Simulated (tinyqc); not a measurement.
Inside a calculation. Method: CIS on RHF in the sto-3g basis, for H2, spin multiplicity 1. One step of it, computed by the program tinyqc.

Question. CIS matrix, triplets. A(ia,jb) = (e_a - e_i) d_ij d_ab - (ij|ab).

orbital energies (hartree): MO1 -0.612638, MO2 0.759562

Two-electron integrals over orbitals (pq|rs), unique and non-zero (hartree):
```
(11|11) 0.689816   (21|21) 0.176901   (22|11) 0.677700   (22|22) 0.712543
```

Give: CIS matrix A, triplet.

Answer.

CIS matrix A, triplet (hartree), order 1>2:
$$\begin{pmatrix}
0.6945
\end{pmatrix}$$
